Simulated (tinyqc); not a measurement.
Rigid-ion and shell models of the dielectric response of an ionic crystal: one step, computed by the program tinyqc.

Charges +Z and -Z; 6 nearest neighbours, Madelung constant M = 1.747565, volume per ion pair Omega = 2.000000 d^3. Energy per pair U = -M Z^2 e2/d + 6 A exp(-d/rho), e2 = e^2/(4 pi eps_0). In the shell model the anion is a core of charge Y - Z and a massless shell of charge -Y, joined by the spring k; the repulsion acts on the shell. Each ion feels the Lorentz field E + (4 pi/3) P (Gaussian units).

Task: Shell model: lattice response. mu lambda_TO = R' - (4 pi e2/(3 Omega)) Z_S^2/(1 - b); mu lambda_LO = mu lambda_TO + 4 pi e2 Z*^2/(eps_inf Omega); eps_s = eps_inf lambda_LO/lambda_TO. lambda in eV/(angstrom^2 u) gives the wavenumber 15.6333042 x 33.35640952 x sqrt(lambda); mu is the reduced mass.

Inputs (values chosen for the exercise, for a model crystal): cation mass = 48.3 u; anion mass = 14.007 u.

Structure: rock salt.

anion polarisability alpha_- = 2.387098 angstrom^3

Szigeti charge Z_S = 0.7463507 e

softened spring R' = 3.590113 eV/angstrom^2

b = 0.3362871

eps_inf = 2.520026

Born charge Z* = 1.124508 e

volume Omega = 43.43528 angstrom^3

Constants: e^2/(4 pi eps_0) = 14.39964548 eV angstrom; nu for 1 eV/(angstrom^2 u) = 15.6333042 THz; 1 THz = 33.35640952 1/cm.

Give: mu lambda_TO; omega_TO; omega_LO; eps_s; share of R' left after the dipole term.

Result:

mu lambda_TO = 2.425 eV/angstrom^2

omega_TO = 246.4 1/cm

omega_LO = 336.3 1/cm

eps_s = 4.693

share of R' left after the dipole term = 0.6754

The dipole field cancels 32 % of the short-range spring.
